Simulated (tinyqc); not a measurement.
A six-terminal Hall bar with edge channels and a constriction, Landauer-Buettiker equations: effect of the constriction.

Contacts 1 (source) and 4 (drain) end the bar; 2 and 3 lie on the upper edge, 6 and 5 on the lower edge, with a constriction between 2 and 3 (and between 6 and 5). Carriers run 1 to 2 to 3 to 4 to 5 to 6 to 1 in M channels. The constriction passes Tc from 2 to 3 and from 5 to 6, and turns M - Tc from 2 to 6 and from 5 to 3. Signs are those of positive carriers; V4 = 0.

I_i = (q^2/h) [M V_i - sum_j T_ij V_j], with I_1 = I, V_4 = 0 and no current at 2, 3, 5, 6. R(a,b) = (V_a - V_b)/I.

Parameters, values chosen for the exercise:
```
symbol,value,unit,meaning
M,6,,"edge channels, spin counted singly"
I,2,nA,current from contact 1 to contact 4
```

Constants: q = 1.602176634e-19 C, h = 6.62607015e-34 J s. Results are converted to the units shown.

The same in every row: R(2,6) (kohm) = 4.302.

Result of one run:

| R(1,4) (kohm) | R(2,3) (kohm) | R(2,5) (kohm) | R(3,6) (kohm) |
|---|---|---|---|
| 17.21 | 12.91 | 17.21 | -8.604 |

Which summed transmission of the constriction Tc gave this result: 1.5, 2.25, 3.75 or 6?

Tc = 1.5.

The whole series:

| Tc | R(1,4) (kohm) | R(2,3) (kohm) | R(2,5) (kohm) | R(3,6) (kohm) |
|---|---|---|---|---|
| 0.75 | 34.42 | 30.11 | 34.42 | -25.81 |
| 1.5 | 17.21 | 12.91 | 17.21 | -8.604 |
| 2.25 | 11.47 | 7.170 | 11.47 | -2.868 |
| 3 | 8.604 | 4.302 | 8.604 | 0 |
| 3.75 | 6.883 | 2.581 | 6.883 | 1.721 |
| 4.5 | 5.736 | 1.434 | 5.736 | 2.868 |
| 5.25 | 4.917 | 0.6146 | 4.917 | 3.688 |
| 6 | 4.302 | 0 | 4.302 | 4.302 |

The Hall resistance R(2,6) stays at 4.3021 kohm = (h/q^2)/6, whatever the constriction does. The longitudinal R(2,3) falls from 30.1 to 0 kohm and vanishes without back-scattering, while the two-terminal R(1,4) falls only to 4.3021 kohm. R(3,6) changes sign at Tc = M/2 = 3.

tinyqc, about 0.01 s, one thread, Intel Xeon 2.30GHz (shared host): `OMP_NUM_THREADS=1 python tinyqc.py 2700133 2700134 out.jsonl`
